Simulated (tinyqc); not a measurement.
Ratio and sensitivities against delay: time-domain thermoreflectance: layered heat flow under a modulated pulse train, and what the signal ratio measures. Computed by tinyqc, a small Python program. Command: `OMP_NUM_THREADS=1 python tinyqc.py 3111078 3111079 out.jsonl tdtr walk`. One thread of a shared host (Intel(R) Xeon(R) Processor @ 2.30GHz), about 0.4 s of CPU time with the checks.

Pulses repeat at 80 MHz; heat is laid down at the surface, all layers are isotropic, and the film is in perfect contact with the substrate.

Inputs (values chosen for the exercise, modelled on aluminium on silica):

| quantity | value | unit |
|---|---|---|
| metal thickness d | 80 | nm |
| metal conductivity | 200 | W/(m K) |
| metal heat capacity | 2.42 | MJ/(m^3 K) |
| boundary conductance G under the metal | 240 | MW/(m^2 K) |
| film thickness | 8.7 | nm |
| film conductivity | 6.1 | W/(m K) |
| film heat capacity | 1.5 | MJ/(m^3 K) |
| substrate conductivity kappa | 1.29 | W/(m K) |
| substrate heat capacity C | 1.61 | MJ/(m^3 K) |
| modulation frequency f | 9.8 | MHz |
| spot radius w (1/e^2, pump and probe) | 8.4 | micrometre |

Stack: metal, film, substrate.

Method:
- For radial wave number k and angular frequency W each layer has u = sqrt(4 pi^2 k^2 + i W C/kappa) and gamma = kappa u. Surface impedance from below: Z = 1/gamma for the substrate; a layer of thickness L maps Z to (Z + tanh(u L)/gamma)/(1 + gamma Z tanh(u L)); a boundary adds 1/G.
- Response per absorbed watt H(W) = 2 pi int_0^(2/w) Z(k, W) exp(-pi^2 k^2 w^2) k dk by 20 Gauss-Legendre points.
- Signal: X + iY = sum_(m = -M..M) H(2 pi (f + m f_r)) exp(i 2 pi m f_r t) exp(-pi (m/M)^2 x 4), f_r = 80 MHz, M = 4000, with H(-W) the complex conjugate of H(W); V_in = X, V_out = Y, ratio = -V_in/V_out.
- Sensitivity S = ln(ratio'/ratio)/ln(1.01) for a rise of one input by 1 %.

Ratio and sensitivities:

| t (ps) | ratio | S to kappa | S to G | S to d | S to C | S to w | S to film conductivity |
|---|---|---|---|---|---|---|---|
| 100 | 1.4655 | 0.31971 | -0.018247 | -0.59719 | 0.31942 | -0.11849 | -0.0007039 |
| 200 | 1.3847 | 0.31241 | -0.026957 | -0.56817 | 0.31211 | -0.11969 | -0.0040441 |
| 400 | 1.2790 | 0.29566 | -0.028217 | -0.52707 | 0.29534 | -0.12093 | -0.0059492 |
| 800 | 1.1383 | 0.27000 | -0.025894 | -0.47564 | 0.26964 | -0.12241 | -0.0065159 |
| 1500 | 0.9690 | 0.24228 | -0.023063 | -0.42382 | 0.24188 | -0.12500 | -0.0063884 |
| 2500 | 0.7945 | 0.22134 | -0.021061 | -0.38535 | 0.22086 | -0.13066 | -0.0061450 |
| 4000 | 0.5991 | 0.21195 | -0.020322 | -0.36738 | 0.21135 | -0.14562 | -0.0061329 |

The largest sensitivity in size at 100 ps is to d (-0.60). G is hardly felt. kappa and C enter almost alike, through the effusivity. At 400 ps an error of 3 % in d passes on as 5 % in kappa.

Extremes, crossings and ranges named in words are read from the listed rows.
